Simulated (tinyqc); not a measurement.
Worked calculation: grain-boundary diffusion: Harrison regimes, Fisher and Le Claire analysis, Hart average. Computed by tinyqc, a small Python program that keeps every step. Command: `OMP_NUM_THREADS=1 python tinyqc.py 3031119 3031120 out.jsonl gbdiff walk`. One thread of a shared host (Intel(R) Xeon(R) Processor @ 2.30GHz), about 0.01 s of CPU time with the checks. Intermediate numbers are printed to about 5 digits and carried at full precision; extremes and crossings named in words are read from the listed rows.

A boundary is a slab of width delta with diffusivity D_b, normal to a surface held at constant concentration; it leaks into grains of diffusivity D.

Inputs (values chosen for the exercise, for a model polycrystal): melting point T_m = 1480 K; lattice prefactor D0 = 0.00014 m^2/s; lattice activation energy E = 2.2 eV; boundary prefactor D0b = 6.4e-06 m^2/s; boundary activation energy E_b = 1.34 eV; boundary width delta = 0.9 nm; segregation factor s = 10; grain size d = 54 um; temperature T = 761 K; time t = 980 s.

Constants: k_B = 8.617333262e-05 eV/K.

## Diffusivities

D = D0 exp(-E/(k_B T)), D_b = D0b exp(-E_b/(k_B T)). Triple product P = s delta D_b.

D = 3.7711e-19 m^2/s

D_b = 8.5493e-15 m^2/s

triple product P = 7.6944e-23 m^3/s

At T/T_m = 0.51 the boundary is 23000 times faster than the lattice.

## Regime

l = sqrt(D t); P = s delta D_b; alpha = s delta/(2 l); beta = P/(2 D l). Regime A if l > 3 d, C if alpha > 1, B if alpha < 0.1, l < d/4 and beta > 10, otherwise a transition.

lattice diffusion length l = 0.019224 um

alpha = 0.23408

beta = 5306.8

Regime: transition

The run lies between the ideal regimes.

## Effective diffusivity

Hart average for parallel slabs: f = delta/d, D_eff = (s f D_b + (1 - f) D)/(1 - f + s f); share of the boundaries = s f D_b/(s f D_b + (1 - f) D); depth sqrt(D_eff t).

boundary fraction f = 1.6667e-05

D_eff = 1.8017e-18 m^2/s

share of the boundaries = 0.79073

depth sqrt(D_eff t) = 0.042020 um

Caution: outside regime A (which needs sqrt(D t) above about 3 d) the Hart average and its depth are formal: they describe a profile only in regime A or at steady state.

## Penetration along an isolated boundary

Fisher: the mean concentration falls as exp(-y/y_F), y_F = sqrt(P) (pi t/(4 D))^(1/4), with the boundary equation P d2c/dy2 = 2 c sqrt(D/(pi t)). Le Claire (from the Whipple solution): ln c falls as -(y/y_L)^(6/5) with P = 1.322 sqrt(D/t) y_L^2.

Fisher depth y_F = 1.8644 um

Le Claire depth y_L = 1.7225 um

The tail reaches 89.6 lattice lengths l; y_L/l = sqrt(2 beta/1.322). Caution: the Fisher and Le Claire forms need regime B with beta above 10.

## Whipple integral against the two closed forms

Whipple, boundary part of the mean concentration in units of c0 l per boundary, for D_b/D far above beta: c(eta) = (2 eta/sqrt(pi)) int_1^infinity exp(-eta^2/(4 u)) u^(-3/2) [exp(-Y^2)/sqrt(pi) - Y erfc(Y)] du with Y = (u - 1)/(2 beta), eta = y/l; w = eta/sqrt(beta). The last columns are -ln[c(y)/c(w = 1)] from the integral, from Fisher, (y - y1)/y_F, and from Le Claire, (y/y_L)^(6/5) - (y1/y_L)^(6/5), with y1 the depth at w = 1.

Tail of the profile:
```
w     y (um)           c  Whipple  Fisher  Le Claire
1.5    2.101  4.8319e-01    0.530  0.3756      0.489
2.0    2.801  2.8013e-01    1.075  0.7511      1.012
3.0    4.201  9.0177e-02    2.209  1.5023      2.135
4.0    5.602  2.7501e-02    3.396  2.2534      3.337
5.0    7.002  7.9747e-03    4.634  3.0045      4.601
6.0    8.403  2.2058e-03    5.919  3.7556      5.917
8.0   11.203  1.4805e-04    8.621  5.2579      8.679
10.0  14.004  8.4675e-06   11.482  6.7601     11.583
```

At w = 10 the integral has fallen by 11.48 in the logarithm, Fisher by 6.76 and Le Claire by 11.58: the true tail bends down faster than an exponential, which is why profiles are plotted against y^(6/5). Caution: outside regime B these isolated-boundary profiles are formal.

## Lattice against boundary over temperature

D_eff = (s f D_b + (1 - f) D)/(1 - f + s f), f = delta/d; share of the boundaries = s f D_b/(s f D_b + (1 - f) D).

Diffusivities (m^2/s):
```
T/T_m  T (K)           D         D_b       D_eff    share      regime
0.3      444  1.4937e-29  3.9449e-21  6.5740e-25  0.99998           C
0.4      592  2.6135e-23  2.5037e-17  4.1983e-21  0.99378           C
0.5      740  1.4555e-19  4.7873e-15  9.4329e-19  0.84573  transition
0.6      888  4.5729e-17  1.5889e-13  7.2200e-17  0.36674           B
0.7     1036  2.7791e-15  1.9389e-12  3.1017e-15  0.10417  transition
0.8     1184  6.0489e-14  1.2658e-11  6.2588e-14  0.03370  transition
0.9     1332  6.6400e-13  5.4467e-11  6.7297e-13  0.01349  transition
1.0     1480  4.5140e-12  1.7504e-10  4.5425e-12  0.00642  transition
```

The apparent activation energy of D_eff is 1.34 eV between the first rows and 2.19 eV between the last, against E_b = 1.34 and E = 2.2 eV. Among these rows boundaries carry most of the flux up to T/T_m = 0.5, the lattice above. Caution: the segregation factor is held fixed, although it falls with temperature. Caution: outside regime A, D_eff and the share of the boundaries hold only at steady state.

Checks made by the program: Le Claire's slope against the Whipple integral (relative difference 2e-02).
